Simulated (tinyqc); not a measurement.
Lattice vibrations of a chain, step by step. One step of it, computed by the program tinyqc.

Task: Frequencies. omega^2 are the eigenvalues; wavenumber = 521.4708 sqrt(eigenvalue) 1/cm.

D(q) (eV/(angstrom^2 u)):
```
                     1                    2                    3                    4
1             4.903226            -1.039262  -0.156921+0.247267i   0.328618+0.698348i
2            -1.039262             0.655518            -0.272812  -0.019220+0.030286i
3  -0.156921-0.247267i            -0.272812             4.150685            -0.714817
4   0.328618-0.698348i  -0.019220-0.030286i            -0.714817             0.514371
```

Give: eigenvalues; wavenumbers; weights |e|^2 of the mass-weighted modes.

Result:

eigenvalues: 0.120  0.529  4.275  5.300

wavenumbers (1/cm): 180.5  379.2  1078.2  1200.5

weights |e|^2 of the mass-weighted modes:
```
        mode 1  mode 2  mode 3  mode 4
atom 1   0.061   0.011   0.027   0.901
atom 2   0.290   0.656   0.012   0.042
atom 3   0.026   0.014   0.924   0.036
atom 4   0.623   0.319   0.037   0.021
```
